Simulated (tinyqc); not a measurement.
Exact and approximate surface terms: size effects in the resistivity of thin metal films and interconnect lines. Computed by tinyqc, a small Python program. Command: `OMP_NUM_THREADS=1 python tinyqc.py 3009883 3009884 out.jsonl size walk`. One thread of a shared host (Intel(R) Xeon(R) Processor @ 2.30GHz), about 0.01 s of CPU time with the checks.

Electrons lose their drift at surfaces (a share 1 - p of the hits) and at grain boundaries (reflection R), besides bulk scattering.

Inputs (values chosen for the exercise, modelled on ruthenium): bulk mean free path lambda = 6.46 nm; specularity p = 0.

Geometry: film.

Method. Fuchs-Sondheimer film: rho_b/rho = 1 - (3/(2 kappa))(1 - p) int_0^1 (s - s^3)(1 - exp(-kappa/s))/(1 - p exp(-kappa/s)) ds, f = rho/rho_b, kappa = thickness/lambda, 80 Gauss-Legendre points. Thick-film form 1 + 3 (1 - p)/(8 kappa); thin-film form (4/3)((1 - p)/(1 + p))/(kappa ln(1/kappa)).

Rho/rho_b:
```
kappa      h (nm)   exact  thick-film form  thin-film form
0.01   6.4600e-02  26.484          38.5000          28.953
0.02   1.2920e-01  15.333          19.7500          17.041
0.05   3.2300e-01   7.728           8.5000           8.902
0.1    6.4600e-01   4.782           4.7500           5.791
0.2    1.2920e+00   3.096           2.8750           4.142
0.5    3.2300e+00   1.916           1.7500               -
1      6.4600e+00   1.462           1.3750               -
2      1.2920e+01   1.221           1.1875               -
5      3.2300e+01   1.081           1.0750               -
10     6.4600e+01   1.039           1.0375               -
```

The thick-film form is within 5 % down to kappa = 2; at kappa = 0.01 it is 1.45 times the exact value and the thin-film form 1.09 times. The resistivity doubles between 1.29 and 3.23 nm. Rows thinner than about 5 nm only illustrate the formulas.

Extremes, crossings and ranges named in words are read from the listed rows.
